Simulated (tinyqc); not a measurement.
# From intrinsic coercive field back to Curie-Weiss temperature T0

Model: Landau-Devonshire theory of a uniaxial ferroelectric. Computed by tinyqc, a small Python program. Command: `OMP_NUM_THREADS=1 python tinyqc.py 3013854 3013855 out.jsonl ferro inv`. One thread of a shared host (Intel(R) Xeon(R) Processor @ 2.30GHz), about 0.01 s of CPU time with the checks.

G(P) = (alpha/2) P^2 + (beta*/4) P^4 + (gamma/6) P^6 - E P per volume, SI units, one domain, P along the polar axis.

Inputs (values chosen for the exercise, modelled on lead titanate):
```
quantity,value,unit
alpha_0,754000,J m/(C^2 K)
beta,-2.76e+08,J m^5/C^4
gamma,1.51e+09,J m^9/C^6
temperature T,429,K
```

Sample: free crystal.

Constants: eps_0 = 8.8541878128e-12 F/m.

Method:
- alpha = alpha_0 (T - T0*), T0* = T0, beta* = beta.
- Ps^2 = [-beta* + sqrt(beta*^2 - 4 alpha gamma)]/(2 gamma).
- chi = 1/(eps_0 G''), G'' = alpha + 3 beta* P^2 + 5 gamma P^4 at Ps. Ps, chi and the coercive field are for perfect screening, without a depolarising field. The intrinsic coercive field is |alpha P + beta* P^3 + gamma P^5| at the P_c where G'' = 0. 1 C/m^2 = 100 microcoulomb/cm^2.

Problem. A run gave the result below. Find the Curie-Weiss temperature T0, known to lie between 600 and 1300 K.

intrinsic coercive field = 102.2163 MV/m

Solution.

Each step takes the trial c = (a f_b - b f_a)/(f_b - f_a), f being the result less the target and a, b, c the logarithms of the listed values; c replaces end b, the old b replaces a if the sign of f changed, and otherwise f_a is halved.

Scan of the range:
```
Curie-Weiss temperature T0 (K),intrinsic coercive field (MV/m)
600,55.350
683,84.044
776,118.133
883,159.431
1000,206.729
1140,265.838
1300,336.290
```

False position (Illinois rule, in the logarithm of the input) inside the bracket:
```
step,end a,end b,trial,intrinsic coercive field (MV/m)
1,683.000,776.000,731.097,101.444
2,776.000,731.097,733.117,102.186
3,776.000,733.117,733.277,102.244
4,733.117,733.277,733.200,102.216
5,733.277,733.200,733.200,102.216
```

Intrinsic coercive field rises at every point of a 13-point scan of the range (every second point is shown), so one value fits; it is bracketed by 683 and 776. Answer: Curie-Weiss temperature T0 = 733.2 K.
